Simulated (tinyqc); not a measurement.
# Space-charge-limited current through a thin insulating or semi-insulating film with traps, step by step

A worked calculation. Computed by tinyqc, a small Python program that keeps every step. Command: `OMP_NUM_THREADS=1 python tinyqc.py 3021695 3021696 out.jsonl sclc walk`. One thread of a shared host (Intel(R) Xeon(R) Processor @ 2.30GHz), about 0.01 s of CPU time with the checks. Intermediate numbers are printed to about 5 digits and carried at full precision; extremes and crossings named in words are read from the listed rows.

One ohmic injecting contact at x = 0 (field zero), drift only, non-degenerate free carriers.

Inputs (values chosen for the exercise, modelled on an amorphous oxide semiconductor): permittivity eps = 10; band mobility mu = 6.2 cm^2/(V s); effective density of states N_c = 4.8e+18 1/cm^3; trap density N_t = 2.1e+19 1/cm^3; equilibrium Fermi level below the band edge, E_0 = 0.74 eV; thickness d = 35 nm; free density at the anode, in units of N_c = 7e-05; temperature T = 350 K; trap level E_t below the band edge = 0.39 eV.

Traps: single level.

Constants: k_B = 8.617333262e-05 eV/K; e = 1.602176634e-19 C; eps_0 = 8.8541878128e-12 F/m.

## Equilibrium and landmark voltages

Free density n_0 = N_c exp(-E_0/k_B T) in equilibrium; trapped density n_t(n) = N_t/(1 + n_1/n), n_1 = N_c exp(-E_t/k_B T). theta = n/(n + n_t) at the anode density; trap-filled-limit voltage V_TFL = e (N_t - n_t(n_0)) d^2/(2 eps eps_0).

n_0 = 1.0610e+08 1/cm^3

n_t(n_0) = 1.9162e+14 1/cm^3

theta = 1.6553e-05

V_TFL = 23.275 V

## One point of the curve

J = e mu n F and (eps eps_0/e) dF/dx = n - n_0 + n_t(n) - n_t(n_0) = rho(n). With F = J/(e mu n): d = (eps eps_0 J/(e^2 mu)) I_1 and V = (eps eps_0 J^2/(e^3 mu^2)) I_2, I_k = int_(n_L)^infinity dn/(n^(k+1) rho(n)), n_L the density at the anode; with u = n_L/n, 200 Gauss-Legendre points in t, u = 1 - (1 - t)^2. Anode field J/(e mu n_L); Mott-Gurney current (9/8) eps eps_0 mu V^2/d^3; ohmic current e n_0 mu V/d.

I_1 = 1.4415e-34 cm^6

I_2 = 2.1576e-49 cm^9

current density J = 4364.2 A/cm^2

voltage V = 23.015 V

anode field over mean field V/d = 1.9885

trap-free Mott-Gurney current = 7.6300e+07 A/cm^2

ohmic current = 6.9305e-04 A/cm^2

J is 5.72e-5 times the trap-free law and 6.30e6 times the ohmic current; theta is 1.66e-5. The field ratio is 1 for ohmic flow, 3/2 for the square law and 2 for a uniform fixed charge; here 1.99. Caution: J V exceeds 1e5 W/cm^2, where self-heating, left out here, would matter. Caution: mu V/d exceeds 1e7 cm/s, so velocity saturation would limit the current. Caution: the mean field exceeds 3 MV/cm, where field-assisted emission from traps and breakdown set in.

## The whole curve

The last column is d ln J/d ln V up to the next row.

Current against voltage:
```
n_L (1/cm^3)       V (V)  J (A/cm^2)   slope
1.10e+08      1.4383e-04  5.3861e-09    1.67
8.40e+08      4.1476e-03  1.4667e-06    1.97
6.30e+09      3.3252e-02  8.9082e-05    2.00
4.70e+10      2.4804e-01  4.9720e-03    2.04
3.60e+11      1.7829e+00  2.7728e-01    2.28
2.70e+12      9.0611e+00  1.1312e+01    3.81
2.00e+13      1.9387e+01  2.0472e+02   14.20
1.50e+14      2.2688e+01  1.9079e+03   88.36
1.10e+15      2.3214e+01  1.4463e+04  267.40
8.50e+15      2.3393e+01  1.1258e+05   82.99
6.40e+16      2.3973e+01  8.6065e+05   19.06
4.80e+17      2.6749e+01  6.9447e+06       -
```

The slope starts at 1.67, peaks at 267.4 between 23.2 and 23.4 V and ends at 19.06. Rows below 0.30 V (10 k_B T/e) are formal, since diffusion from the contact rules there. Self-heating is left out, although J V exceeds 1e5 W/cm^2 at the last row. The last rows ignore velocity saturation (mu V/d above 1e7 cm/s). Rows above 10.5 V are formal, since the mean field exceeds 3 MV/cm and breakdown sets in. The steep part is the filling of the level near V_TFL = 23.3 V, from which N_t can be read; below it a slope near 2, where the rows show one, belongs to the square law scaled by theta.

Checks made by the program: trap-free limit against the Mott-Gurney law (relative difference 5e-08).
